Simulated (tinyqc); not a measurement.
X-ray photoelectron analysis of a thin oxide on a semiconductor: attenuation lengths, thickness, angle series and band offsets. From apparent valence band offset back to field in the oxide. Computed by tinyqc, a small Python program. Command: `OMP_NUM_THREADS=1 python tinyqc.py 3114254 3114255 out.jsonl xps inv`. One thread of a shared host (Intel(R) Xeon(R) Processor @ 2.30GHz), about 0.01 s of CPU time with the checks.

The same element is seen in the oxide and in the substrate, at nearly the same kinetic energy; films are flat and uniform, and the work function is ignored.

Inputs (values chosen for the exercise, modelled on SiO2 on silicon):

| quantity | value | unit |
|---|---|---|
| photon energy | 1486.6 | eV |
| binding energy of the core level | 99.4 | eV |
| oxide density | 2.19 | g/cm^3 |
| oxide formula mass | 60.08 | g/mol |
| valence electrons per oxide formula | 16 | - |
| oxide gap | 8.83 | eV |
| substrate density | 2.33 | g/cm^3 |
| substrate formula mass | 28.09 | g/mol |
| valence electrons per substrate formula | 4 | - |
| substrate gap | 1.12 | eV |
| oxide thickness d | 6 | nm |
| emission angle from the normal | 30 | degrees |
| attenuation length over inelastic mean free path | 0.85 | - |
| carbon overlayer | 0.17 | nm |
| valence band offset used to make the data | 4.34 | eV |
| core level less valence band top, substrate | 98.97 | eV |
| core level less valence band top, thick oxide | 98.51 | eV |

Method:
- TPP-2M: lambda = E/(E_p^2 [b ln(c E) - C/E + D/E^2]) in angstrom, E_p = 28.8 sqrt(N_v rho/M), b = -0.10 + 0.944/sqrt(E_p^2 + E_g^2) + 0.069 rho^0.1, c = 0.191/sqrt(rho), U = N_v rho/M, C = 1.97 - 0.91 U, D = 53.4 - 20.8 U, with E = photon energy less binding energy in eV.
- Attenuation length L = factor x lambda.
- R_0 = (rho_o/M_o) L_o/((rho_s/M_s) L_s); peak ratio R = I_ox/I_sub = R_0 [exp(d/(L_o cos theta)) - 1]; hence d = L_o cos theta ln(1 + R/R_0). A carbon layer weakens both peaks alike, by exp(-d_C/(L_o cos theta)) if its L is taken equal to L_o. This R_0 leaves out intrinsic losses from the substrate peak, so calibrated values can be larger.
- Valence band offset = (E_core - E_v)(substrate) - (E_core - E_v)(oxide) + (core level separation at the interface, oxide less substrate). The separation is made here from the given offset; a uniform field F that raises the binding energy towards the surface shifts the oxide peak by e F <z>, <z> = d/(1 - exp(-x)) - d/x, x = d/(L_o cos theta), being the mean distance from the interface. Conduction band offset = oxide gap - substrate gap - valence band offset.

Problem. A run gave the result below. Find the field in the oxide, known to lie between 0.12 and 0.18 MV/cm.

apparent valence band offset = 4.392473 eV

Solution.

Each step takes the trial c = (a f_b - b f_a)/(f_b - f_a), f being the result less the target and a, b, c the logarithms of the listed values; c replaces end b, the old b replaces a if the sign of f changed, and otherwise f_a is halved.

Scan of the range:

| field in the oxide (MV/cm) | apparent valence band offset (eV) |
|---|---|
| 0.120 | 4.38778 |
| 0.128 | 4.39096 |
| 0.137 | 4.39454 |
| 0.147 | 4.39852 |
| 0.157 | 4.40251 |
| 0.168 | 4.40689 |
| 0.180 | 4.41166 |

False position (Illinois rule, in the logarithm of the input) inside the bracket:

| step | end a | end b | trial | apparent valence band offset (eV) |
|---|---|---|---|---|
| 1 | 0.128000 | 0.137000 | 0.131725 | 4.39244 |
| 2 | 0.137000 | 0.131725 | 0.131798 | 4.39247 |
| 3 | 0.137000 | 0.131798 | 0.131801 | 4.39247 |
| 4 | 0.131798 | 0.131801 | 0.131800 | 4.39247 |

Apparent valence band offset rises at every point of a 13-point scan of the range (every second point is shown), so one value fits; it is bracketed by 0.128 and 0.137. The scan shows a straight line, so linear interpolation between any two rows gives the answer at once. Answer: field in the oxide = 0.1318 MV/cm.
